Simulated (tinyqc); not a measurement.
## Gate voltage for a given inversion charge

Problem. p-type body, charge-sheet picture, depletion and inversion only, full ionisation (an idealisation for deep acceptors), Boltzmann statistics (rough once Na exp(x - xn) passes about Nc/7). In units of Vt: xg = (Vg - Vfb)/Vt, x = psi/Vt, G = gamma/sqrt(Vt), xn = (2 phiF + Vc)/Vt. The implicit equation is (xg - x)^2 = G^2 [x - 1 + exp(x - xn)] for x above about 3. Cox = eps0 eox/tox. ni = sqrt(Nc Nv) exp(-Eg/(2 Vt)), Eg in volts; phiF = Vt ln(Na/ni); gamma = sqrt(2 q eps0 eps_r Na)/Cox. N_inv = (Cox Vt G/q) [sqrt(x - 1 + exp(x - xn)) - sqrt(x - 1)]. Find x - xn, psi and Vg.

Values chosen for this exercise; band and dielectric values close to those of 4H silicon carbide: temperature T = 300 K; band gap Eg = 3.2 eV; relative permittivity eps_r = 9.53; conduction-band density of states at T Nc = 1.7e19 cm^-3; valence-band density of states at T Nv = 2.45e19 cm^-3; relative permittivity of the gate insulator (close to silicon nitride) eox = 7.29; insulator thickness tox = 11 nm; acceptor density Na = 1.4e16 cm^-3; flat-band voltage Vfb = -0.67 V; channel-body voltage Vc = 1 V.

Constants: q = 1.602176634e-19 C, kB = 1.380649e-23 J/K, Vt = kB T/q, eps0 = 8.8541878128e-14 F/cm where lengths are in cm. Results are converted to the units shown.

N_inv = 8.8e10 cm^-2

Solution. N_inv rises steadily with x, so it fixes x; the implicit equation then gives xg directly.

x - xn = 3.61
psi = 3.92 V
Vg = 3.48 V

Numbers from tinyqc (`OMP_NUM_THREADS=1 python tinyqc.py 2122041 2122042 out.jsonl`; about 0.01 s on one thread of a shared Intel Xeon 2.30GHz).
